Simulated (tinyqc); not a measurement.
Inside a calculation. Method: lattice vibrations of a chain. One step of it, computed by the program tinyqc.

Task: Frequencies. omega^2 are the eigenvalues; wavenumber = 521.4708 sqrt(eigenvalue) 1/cm.

D(q) (eV/(angstrom^2 u)):
```
[[0.073991, -0.056901, -0.007938+0.126164i],
 [-0.056901, 0.620000, -1.640222],
 [-0.007938-0.126164i, -1.640222, 5.454545]]
```

Give: eigenvalues; wavenumbers; weights |e|^2 of the mass-weighted modes.

Result:

eigenvalues: [0.022, 0.165, 5.961]

wavenumbers (1/cm): [78.2, 211.9, 1273.2]

weights |e|^2 of the mass-weighted modes, order atom 1, atom 2, atom 3:
```
[[0.656, 0.344, 0.000],
 [0.312, 0.602, 0.086],
 [0.033, 0.054, 0.913]]
```
